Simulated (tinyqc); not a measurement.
Solid solubility of a dopant against its melt (retrograde solidus), clustering and the electrically active fraction: one step, computed by the program tinyqc. Command: `OMP_NUM_THREADS=1 python tinyqc.py 3016249 3016250 out.jsonl retro walk`. One thread of a shared host (Intel(R) Xeon(R) Processor @ 2.30GHz), about 0.01 s of CPU time with the checks.

Task: Active fraction after the anneal. A highly soluble donor (another dopant than that of the solidus) is limited by clustering. Donors N_a are active, and clusters hold m atoms each: N_t = N_a + m C, m C = N* (N_a/N*)^m (n/N*)^m, each atom taking one electron, n = N_a/2 + sqrt(N_a^2/4 + n_i^2), n_i = prefactor x T^1.5 exp(-E_i/(k_B T)), with N*(T) = N*(1273 K) exp[-(E_b/k_B)(1/T - 1/1273)]. Resistivity = 1/(e mu N_a).

Inputs (values chosen for the exercise, for a model dopant):

| quantity | value | unit |
|---|---|---|
| total dopant density N_t | 1.4e+21 | 1/cm^3 |
| atoms per cluster m | 4 | - |
| cluster scale N* at 1273 K | 2.8e+20 | 1/cm^3 |
| activation energy E_b of the cluster scale | 0.37 | eV |
| anneal temperature T_a | 1300 | K |
| prefactor of n_i | 3.96e+16 | 1/(cm^3 K^1.5) |
| energy E_i in n_i | 0.602 | eV |
| mobility mu | 50 | cm^2/(V s) |

Clustering: clusters that take up free electrons.

Constants: k_B = 8.617333262e-05 eV/K; e = 1.602176634e-19 C.

Give: N*(T_a); active density N_a; active fraction; resistivity.

Result:

N*(T_a) = 3.003e+20 1/cm^3

active density N_a = 3.510e+20 1/cm^3

active fraction = 0.2507

resistivity = 0.3556 milliohm cm

Doubling the dose would raise N_a by only 11 %. Caution: this clustering law is a generic form; degeneracy and a doping-dependent mobility are left out.
